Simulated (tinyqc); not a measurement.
Implanted layer, carriers, mobility and sheet resistance: two steps of the calculation.

A p-type layer from the surface x = 0 to the junction xj, N(x) = N0 exp(-(x - Rp)^2/(2 sg^2)). Local neutrality (no depletion at surface or junction, no spilling of carriers), intrinsic carriers neglected, full ionisation of active dopants.

Values chosen for this exercise; values close to those of boron in silicon over an n-type background:
```
symbol,value,unit,meaning
T,300,K,temperature
Nb,1.3e15,cm^-3,background doping of the opposite type
N0,6.5e18,cm^-3,peak chemical concentration
m1,43.3,cm^2/(V s),mobility limit at high doping
m2,457,cm^2/(V s),"mobility limit at low doping, at 300 K"
Nr,2.19e17,cm^-3,reference doping of the mobility law
am,0.737,,exponent of the mobility law
bt,2.5,,temperature exponent of m2
Ns,2.03e20,cm^-3,solubility limit of active dopant
sg,23,nm,straggle after annealing
Rp,33,nm,projected range
```

Constants: q = 1.602176634e-19 C. Results are converted to the units shown.

Problem 1. Junction depth and local values. xj = Rp + sg sqrt(2 ln(N0/Nb)); 11 equal steps from 0 to xj. Active dopant A = min(N, Ns); p = A - Nb; mobility mu = m1 + (m2 (T/300 K)^(-bt) - m1)/(1 + ((A + Nb)/Nr)^am).

Give: xj; x; N; A; p; mu.

Solution 1.

xj = 127.93 nm

| point | x (nm) | N (cm^-3) | A (cm^-3) | p (1e18 cm^-3) | mu (cm^2/(V s)) |
|---|---|---|---|---|---|
| 0 | 0.00 | 2.3222e18 | 2.3222e18 | 2.3209 | 105.04 |
| 1 | 11.63 | 4.2213e18 | 4.2213e18 | 4.2200 | 85.282 |
| 2 | 23.26 | 5.9425e18 | 5.9425e18 | 5.9412 | 76.686 |
| 3 | 34.89 | 6.4781e18 | 6.4781e18 | 6.4768 | 74.786 |
| 4 | 46.52 | 5.4688e18 | 5.4688e18 | 5.4675 | 78.614 |
| 5 | 58.15 | 3.5752e18 | 3.5752e18 | 3.5739 | 90.130 |
| 6 | 69.78 | 1.8099e18 | 1.8099e18 | 1.8086 | 115.31 |
| 7 | 81.41 | 7.0957e17 | 7.0957e17 | 0.7083 | 165.64 |
| 8 | 93.04 | 2.1542e17 | 2.1542e17 | 0.2141 | 250.95 |
| 9 | 104.67 | 5.0646e16 | 5.0646e16 | 0.0493 | 350.59 |
| 10 | 116.30 | 9.2207e15 | 9.2207e15 | 0.0079 | 417.10 |
| 11 | 127.93 | 1.3000e15 | 1.3000e15 | 0.0000 | 441.82 |

The mobility runs from 74.8 to 442 cm^2/(V s).

Problem 2. Sheet quantities by the trapezoid rule. Dose = integral of N, carrier sheet density = integral of p, 1/Rs = q integral of p mu, mean mobility 1/(q Rs sheet density), Hall mobility (unit Hall factor) = integral of p mu^2 over integral of p mu, Hall sheet density = (integral of p mu)^2/integral of p mu^2; all from 0 to xj.

| point | x (nm) | N (cm^-3) | p (1e18 cm^-3) | mu (cm^2/(V s)) |
|---|---|---|---|---|
| 0 | 0.00000 | 2.3221689e18 | 2.3208689 | 105.03893 |
| 1 | 11.62975 | 4.2213313e18 | 4.2200313 | 85.282260 |
| 2 | 23.25951 | 5.9424778e18 | 5.9411778 | 76.686080 |
| 3 | 34.88926 | 6.4781083e18 | 6.4768083 | 74.785656 |
| 4 | 46.51901 | 5.4687912e18 | 5.4674912 | 78.613514 |
| 5 | 58.14877 | 3.5751723e18 | 3.5738723 | 90.129915 |
| 6 | 69.77852 | 1.8099439e18 | 1.8086439 | 115.31243 |
| 7 | 81.40828 | 7.0957085e17 | 0.7082709 | 165.63980 |
| 8 | 93.03803 | 2.1542143e17 | 0.2141214 | 250.94722 |
| 9 | 104.66778 | 5.0645931e16 | 0.0493459 | 350.58633 |
| 10 | 116.29754 | 9.2206748e15 | 0.0079207 | 417.09957 |
| 11 | 127.92729 | 1.3e15 | 0.0000000 | 441.81642 |

Wanted: dose; carrier sheet density; Rs; mean mobility; Hall mobility; Hall sheet density.

Solution 2.

dose = 3.4473e13 cm^-2
carrier sheet density = 3.4457e13 cm^-2
Rs = 2085.1 ohm/square
mean mobility = 86.874 cm^2/(V s)
Hall mobility = 93.977 cm^2/(V s)
Hall sheet density = 3.1852e13 cm^-2

Carriers make up 100 % of the dose. A Hall measurement weights the mobile tail, so its sheet density is 7.6 % below the true one.

Numbers from tinyqc (`OMP_NUM_THREADS=1 python tinyqc.py 2110080 2110081 out.jsonl`; about 0.01 s on one thread of a shared Intel Xeon 2.30GHz).
